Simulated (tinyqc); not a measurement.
# MOSFET in saturation, small-signal circuit and noise: several studies

Bias by the inversion coefficient IC = I/Ispec (charge-based model with velocity saturation; weak inversion below 0.1, strong above 10). Common-source circuit: gm, gds, Cgs, Cgd and Cj at the inner nodes, Rg in series with the gate; quasi-static, no source or drain resistance, no gate-body capacitance, no substrate network, no induced gate noise, so fmax is an upper estimate.

Parameters, values chosen for the exercise: temperature T = 300 K; gate length L = 28 nm; total gate width W = 20 um; gate capacitance Cox = 1.96 uF/cm^2; mobility mu = 290 cm^2/(V s); slope factor n = 1.26; velocity-saturation length Ls = 15 nm; ratio gds/gm sg = 0.15; overlap and fringe capacitance per side Cov = 0.36 fF/um; drain junction capacitance Cj = 0.56 fF/um; sheet resistance of the gate Rsh = 20 ohm; finger width Wf = 0.5 um; gate contact and vertical resistance Rc = 200 ohm um; inversion coefficient IC = 0.28; short-channel excess of the noise factor gw = 0.13; oxide trap density Nt = 1.3e17 cm^-3 eV^-1; tunnelling length into the oxide lt = 0.1 nm; Coulomb scattering coefficient ac = 0 V s/C.

Constants: q = 1.602176634e-19 C, kB = 1.380649e-23 J/K, Vt = kB T/q. Results are converted to the units shown.

Each table varies one quantity; the others keep the values above.

## Effect of the gate length on speed and noise

Ispec = 2 n mu Cox (W/L) Vt^2, lc = Ls/L, gms = [sqrt((lc IC + 1)^2 + 4 IC) - 1]/[2 + lc (lc IC + 1)], gm = gms Ispec/(n Vt), gds = sg gm. qs = [sqrt(1 + 4 IC) - 1]/2, Cgs = Cox W L qs (2 qs + 3)/(3 (qs + 1)^2) + Cov W, Cgd = Cov W, Cd = Cj W, Rg = Rsh (Wf/L)/(12 Nf) + Rc/W with Nf = W/Wf fingers (not rounded) contacted at both ends. fT = gm/(2 pi (Cgs + Cgd)), fmax = fT/(2 sqrt(Rg (gds + 2 pi fT Cgd))). Channel noise Sid = 4 kB T gam n gm with gam = (1/2 + (2/3) qs)/(1 + qs) + gw lc IC, qs = [sqrt(1 + 4 IC) - 1]/2, lc = Ls/L (the last term an empirical rise with velocity saturation); at the gate, white noise Sw = Sid/gm^2 + 4 kB T Rg. Number fluctuation with correlated mobility: S(f) = K/f, K = q^2 Vt lt Nt/(W L Cox^2) (1 + ac mu Cox I/gm)^2, Vt in eV with Nt per eV. Corner fc = K/Sw. IC is held fixed, and so is sg.

Results:

| L (nm) | I (uA) | Rg (ohm) | fT (GHz) | fmax (GHz) | sqrt(Sw) (nV/Hz^0.5) | fc (MHz) |
|---|---|---|---|---|---|---|
| 20 | 268.0 | 11.04 | 61.99 | 152.8 | 1.442 | 26.98 |
| 50 | 107.2 | 10.42 | 23.26 | 94.87 | 2.125 | 4.971 |
| 79 | 67.86 | 10.26 | 13.41 | 71.49 | 2.628 | 2.059 |
| 130 | 41.24 | 10.16 | 6.979 | 50.56 | 3.334 | 0.7772 |
| 200 | 26.80 | 10.10 | 3.778 | 36.11 | 4.111 | 0.3322 |
| 320 | 16.75 | 10.07 | 1.832 | 23.94 | 5.179 | 0.1308 |
| 500 | 10.72 | 10.04 | 0.8767 | 15.49 | 6.458 | 0.05385 |

Estimate the missing row, L = 32 nm.

Computed row:

| L (nm) | I (uA) | Rg (ohm) | fT (GHz) | fmax (GHz) | sqrt(Sw) (nV/Hz^0.5) | fc (MHz) |
|---|---|---|---|---|---|---|
| 32 | 167.5 | 10.65 | 38.25 | 121.5 | 1.745 | 11.52 |

With this row back in the table: As L goes from 20 to 500 nm, fT falls from 62.0 to 0.877 GHz, fmax falls from 153 to 15.5 GHz, the white noise rises from 1.44 to 6.46 nV/Hz^0.5 and the corner falls from 27.0 to 0.0538 MHz. fT goes as L^(-1.03) between the first two rows and L^(-1.65) between the last two; with no overlap and no velocity saturation it would go as 1/L^2. For L = 50 to 500 nm fmax exceeds 4 fT, where channel resistance and substrate losses, left out here, would cap it.

## Effect of the overlap and fringe capacitance per side on speed and noise

Same model as above.

Corner fc = K/Sw. IC is held fixed.

The same in every row: I (uA) = 191.5; Rg (ohm) = 10.74; sqrt(Sw) (nV/Hz^0.5) = 1.650; fc (MHz) = 14.73.

Results:

| Cov (fF/um) | fT (GHz) | fmax (GHz) |
|---|---|---|
| 0.05 | 183.8 | 654.9 |
| 0.15 | 90.85 | 283.5 |
| 0.25 | 60.34 | 181.5 |
| 0.45 | 36.10 | 105.6 |
| 0.55 | 30.06 | 87.36 |
| 0.65 | 25.75 | 74.49 |

Estimate the missing row, Cov = 0.35 fF/um.

Computed row:

| Cov (fF/um) | fT (GHz) | fmax (GHz) |
|---|---|---|
| 0.35 | 45.17 | 133.5 |

With this row back in the table: As Cov goes from 0.05 to 0.65 fF/um, fT falls from 184 to 25.8 GHz, fmax falls from 655 to 74.5 GHz, the white noise stays at 1.65 nV/Hz^0.5 and the corner stays at 14.7 MHz.

## Effect of the inversion coefficient on speed and noise

Same model as above.

Corner fc = K/Sw. IC is held fixed.

The same in every row: Rg (ohm) = 10.74.

Effect of the inversion coefficient on speed and noise:

| IC | I (uA) | fT (GHz) | fmax (GHz) | sqrt(Sw) (nV/Hz^0.5) | fc (MHz) |
|---|---|---|---|---|---|
| 0.03 | 20.51 | 6.562 | 50.83 | 4.198 | 2.275 |
| 0.1 | 68.38 | 19.49 | 87.19 | 2.446 | 6.702 |
| 0.3 | 205.1 | 46.32 | 133.3 | 1.612 | 15.43 |
| 1 | 683.8 | 99.73 | 193.1 | 1.160 | 29.79 |
| 3 | 2051 | 168.8 | 248.6 | 0.9957 | 40.45 |
| 10 | 6838 | 240.7 | 294.6 | 1.033 | 37.57 |
| 30 | 2.051e4 | 275.2 | 313.8 | 1.321 | 22.97 |

What does the table show?

As IC goes from 0.03 to 30, fT rises from 6.56 to 275 GHz, fmax rises from 50.8 to 314 GHz, the white noise goes from 4.20 through a minimum of 0.996 (at IC = 3 among the rows listed) to 1.32 nV/Hz^0.5 and the corner goes from 2.28 through a maximum of 40.4 (at IC = 3 among the rows listed) to 23.0 MHz. For IC = 0.03 to 0.1 fmax exceeds 4 fT, where channel resistance and substrate losses, left out here, would cap it.

Computed by the program tinyqc: `OMP_NUM_THREADS=1 python tinyqc.py 2150128 2150129 out.jsonl`, one thread of a shared Intel Xeon 2.30GHz, about 0.01 s for the whole run.
